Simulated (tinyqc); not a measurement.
Changing the wafer diameter over spacing D/s: four-point probe, van der Pauw, Hall and spreading-resistance readings of a semiconductor layer. Computed by tinyqc, a small Python program. Command: `OMP_NUM_THREADS=1 python tinyqc.py 3110263 3110264 out.jsonl probe sweep`. One thread of a shared host (Intel(R) Xeon(R) Processor @ 2.30GHz), about 0.01 s of CPU time with the checks.

The layer is uniform and ohmic; contacts are points unless a radius is given.

Backing of the layer: insulating.

Method. For a thin circular wafer probed at its centre, R_s = C V/I with C = pi/(ln 2 + ln[((D/s)^2 + 3)/((D/s)^2 - 3)]).

One run for each value:
```
wafer diameter over spacing D/s  factor C  error if pi/ln 2 is used (%)
3.0                                 2.266                     1.000e+02
5.1                                 3.397                     3.343e+01
8.6                                 4.057                     1.171e+01
14.0                                4.341                     4.417e+00
41.0                                4.509                     5.149e-01
70.0                                4.524                     1.767e-01
120.0                               4.530                     6.011e-02
200.0                               4.531                     2.164e-02
```

Give the missing row, wafer diameter over spacing D/s = 24.0.

Computed row:
```
wafer diameter over spacing D/s  factor C  error if pi/ln 2 is used (%)
24.0                                4.465                     1.503e+00
```

Interpolating between the two neighbouring rows (the first column on a logarithmic scale, the others too where they are positive) misses most in factor C, by 0.92 %. Over the rows, factor C rises from 2.27 to 4.53 (exponent d ln y / d ln x 0.76 between the first rows and 7.5e-4 between the last); error if pi/ln 2 is used (%) falls from 100 to 0.0216 (exponent d ln y / d ln x about -2.0 throughout).
